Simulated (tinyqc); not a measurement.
## Model parameters from four stresses

Question. The threshold shift of a transistor under bias-temperature stress follows dV = A (V/V0)^g exp[-(Ea q/kB)(1/T - 1/T0)] (t/1 s)^n. Find n, A, g and Ea.

Values chosen for this exercise: reference stress voltage V0 = 1.9 V; reference temperature T0 = 398 K.

Constants: q = 1.602176634e-19 C, kB = 1.380649e-23 J/K. Results are converted to the units shown.

dV at (V0, T0, 10 s), (V0, T0, 1000 s), (1.6 V, T0, 1000 s) and (V0, 423 K, 1000 s) (mV): 8.4203440  16.044635  6.6787991  18.416243

Solution. Each pair differs in one condition, and the logarithm of its ratio gives one exponent.

n = 0.140
A = 6.10 mV
g = 5.10
Ea = 0.0800 eV

Computed by the program tinyqc: `OMP_NUM_THREADS=1 python tinyqc.py 2070085 2070086 out.jsonl`, one thread of a shared Intel Xeon 2.30GHz, about 0.01 s for the whole run.
